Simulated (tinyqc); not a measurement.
# Frenkel-Kontorova chain: a misfit dislocation (kink) in a monolayer on a periodic substrate, step by step

A worked calculation. Computed by tinyqc, a small Python program that keeps every step. Command: `OMP_NUM_THREADS=1 python tinyqc.py 3016663 3016664 out.jsonl fkchain walk`. One thread of a shared host (Intel(R) Xeon(R) Processor @ 2.30GHz), about 0.03 s of CPU time with the checks. Intermediate numbers are printed to about 7 digits and carried at full precision; extremes and crossings named in words are read from the listed rows.

E = sum_j [(k/2)(x_(j+1) - x_j - b)^2 + (W/2)(1 - cos(2 pi x_j/a))], x_j = a (j + u_j). A kink takes u from 0 to 1: the chain is stretched by one period and has one atom fewer than wells.

Inputs (values chosen for the exercise, for a model overlayer):
```
quantity              value           unit
spring constant k      1.34  eV/angstrom^2
substrate period a     2.57       angstrom
corrugation W          1.18             eV
misfit f = (b - a)/a   0.23              -
atoms on each side n      9              -
atomic mass M          62.8              u
```

Relaxation: Newton steps.

Constants: nu for 1 eV/(angstrom^2 u) = 15.6333042 THz.

## Continuum limit

l0 = sqrt(k a^2/(2 W)); kink u(j) = (2/pi) arctan exp(pi j/l0); kink energy at f = 0: E0 = (4/pi) W l0; with misfit E0 - k a^2 f; kinks become favourable at f_c = 2/(pi l0), and a coherent chain with free ends loses stability at f_m = 1/l0. Lowest vibration of the flat chain: nu0 = 15.6333042 THz x sqrt(2 pi^2 W/(a^2 M)).

kink width l0 = 1.936554

kink energy E0 = 2.909522 eV

kink energy with misfit = 0.8738918 eV

critical misfit f_c = 0.3287385

limit f_m = 0.5163813

gap frequency nu0 = 3.704620 THz

f < f_c: the layer stays in register. Caution: a corrugation above 1 eV is larger than real overlayers usually show; it is chosen to keep the kink narrow. Caution: for l0 below about 3 the kink spans few atoms, and the continuum kink energy is off by about 2 per cent or more.

## Start between two atoms

Discrete chain at f = 0, ends held at u = 0 and 1: E = (k a^2/2) sum (u_(j+1) - u_j)^2 + (W/2) sum (1 - cos 2 pi u_j), gradient g_j = k a^2 (2 u_j - u_(j-1) - u_(j+1)) + pi W sin(2 pi u_j), Hessian 2 k a^2 + 2 pi^2 W cos(2 pi u_j) on the diagonal and -k a^2 beside it. Free atoms j = -n..n-1 start from the continuum shape centred half-way, at j + 1/2.

u at the start: 0.0000007  0.0000033  0.0000168  0.0000849  0.0004300  0.0021777  0.0110278  0.0557137  0.2662027  0.7337973  0.9442863  0.9889722  0.9978223  0.9995700  0.9999151  0.9999832  0.9999967  0.9999993

E at the start = 2.752522 eV

gradient (eV): -0.000003  -0.000018  -0.000094  -0.000474  -0.002398  -0.012139  -0.060508  -0.196096  1.412356  -1.412356  0.196096  0.060508  0.012139  0.002398  0.000474  0.000094  0.000018  0.000003

## Relaxation

Start as above (continuum shape at j + 1/2, j = -n..n-1, l0 = sqrt(k a^2/(2 W))). u(new) = u - H^-1 g; stop when the largest gradient is below 1e-9 eV.

Course:
```
step    E (eV)  largest gradient (eV)
1     2.752522           1.412356e+00
2     2.678618           2.769909e-01
3     2.676106           5.633554e-03
4     2.676104           2.570417e-06
5     2.676104                      0
```

relaxed u: 0.0000014  0.0000067  0.0000295  0.0001302  0.0005733  0.0025253  0.0111228  0.0489685  0.2136620  0.7863380  0.9510315  0.9888772  0.9974747  0.9994267  0.9998698  0.9999705  0.9999933  0.9999986

energy, centre between atoms = 2.676104 eV

last gradient = 0 eV

Converged; the discrete energy is 0.9198 of the continuum value, which puts the discrete f_c = E/(k a^2) at 0.3024.

## Peierls barrier

Repeat by Newton steps with an atom at the centre (j = -n..n, u_0 = 1/2). Barrier = difference of the two energies; the lowest Hessian eigenvalue tells minimum from saddle.

energy, centre on an atom = 2.876309 eV

Peierls barrier = 200.2045 meV

lowest eigenvalue, between atoms = 11.09743 eV

lowest eigenvalue, on an atom = -9.291723 eV

The atom-centred kink, with an atom on top of the corrugation, is a saddle and the other a minimum. The barrier is 17 % of W, what one atom alone would climb.

## Kink density above f_c

Frank and van der Merwe: the modulus q solves f = 2 E(q)/(pi l0 q), and the kinks per atom are pi/(2 l0 q K(q)), with the complete elliptic integrals K and E; strain left = f - density (for f above f_c = 2/(pi l0)).

Continuum ground state:
```
f               q  kinks per atom  strain left
0.3304  0.9989879       0.1808524    0.1495476
0.3353  0.9952949       0.2186723    0.1166277
0.3452  0.9866647       0.2555844    0.0896156
0.3616  0.9707478       0.2942241    0.0673759
0.3945  0.9362011       0.3494812    0.0450188
0.4602  0.8655074       0.4349007    0.0252993
0.5589  0.7672964       0.5455890    0.0133110
0.7232  0.6353263       0.7172340    0.0059660
```

0.51 % above f_c the density is already 0.55 of f: kinks repel only exponentially, so they flood in, as 1/|ln(f - f_c)|. At 2.2 f_c they take up 99.2 % of the misfit and the layer floats nearly free.

Checks made by the program: energy against a quasi-Newton minimiser (relative difference below 1e-10).
